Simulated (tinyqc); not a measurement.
Do the excited 1s states matter for ionisation? Model: valley-orbit splitting of a donor ground state, with strain. Computed by tinyqc, a small Python program. Command: `OMP_NUM_THREADS=1 python tinyqc.py 3022590 3022591 out.jsonl valleyorbit walk`. One thread of a shared host (Intel(R) Xeon(R) Processor @ 2.30GHz), about 0.01 s of CPU time with the checks.

The basis is the 1s envelope in each valley; energies are counted from the unstrained conduction-band edge. The strain is e_s (a a^T - 1/3) for the unit stress axis a, so valley j along n_j moves by Xi_u e_s w_j with w_j = (n_j.a)^2 - 1/3: +1/6 for x and y, -1/3 for z. The splitting at the zone boundary that a [110] shear adds for <100> valleys is left out.

Inputs (values chosen for the exercise, for a model many-valley semiconductor):
```
quantity                                    value   unit
single-valley binding energy E_0               43    meV
central-cell shift Lambda                    6.99    meV
coupling Delta_1                             3.99    meV
coupling Delta_2                             3.77    meV
shear deformation potential Xi_u             8.34     eV
donor density N_D                         6.5e+14  cm^-3
density-of-states mass of one valley m_e    0.328    m_0
```

Valleys: six along <100>. Stress axis: [110].

Constants: k_B = 8.617333262e-05 eV/K; m_0 = 9.1093837015e-31 kg; k_B = 1.380649e-23 J/K; h = 6.62607015e-34 J s.

Method:
- By symmetry: E(A1) = E_0 + Lambda + 4 Delta_1 + Delta_2 (one state), E(T2) = E_0 + Lambda - Delta_2 (three), E(E) = E_0 + Lambda - 2 Delta_1 + Delta_2 (two), as binding energies.
- H_jj = -(E_0 + Lambda) + Xi_u e_s w_j; H_jk = -Delta_2 between opposite valleys and -Delta_1 between perpendicular ones.
- z = sum over levels of exp(-(E - E_ground)/k_B T), the ground-state share being 1/z; N_c = 2 (2 pi m_e k_B T/h^2)^(3/2) sum_j exp(-(shift_j - lowest shift)/k_B T); n1 = N_c/(2 z) exp(-binding/k_B T), binding = lowest shift - E_ground; without compensation n = 2 N_D/(1 + sqrt(1 + 4 N_D/n1)) (Boltzmann statistics; p and higher states left out).
- No strain here. The last two columns set z = 1, with the A1 depth, or use one level at E_0 with z equal to the number of valleys.

E(A1) = 69.72 meV

Ionised share:
```
T (K)       z  all 1s states  ground state alone  no splitting
40     1.0052     1.3150e-03          1.3184e-03       0.02564
67     1.0829     1.0404e-01          1.0802e-01       0.37374
100    1.3205     6.1308e-01          6.6022e-01       0.84844
150    1.8009     9.5320e-01          9.7292e-01       0.97918
200    2.2659     9.8930e-01          9.9522e-01       0.99393
320    3.1189     9.9837e-01          9.9948e-01       0.99881
540    4.0061     9.9966e-01          9.9991e-01       0.99971
```

z grows from 1.005 to 4.01 of at most 6. Leaving out the excited states overstates the ionised share by up to 7.7 % (at 100 K); ignoring the splitting misses by a factor 19.5 at the lowest T and 1.00 at the highest.

Extremes, crossings and ranges named in words are read from the listed rows.
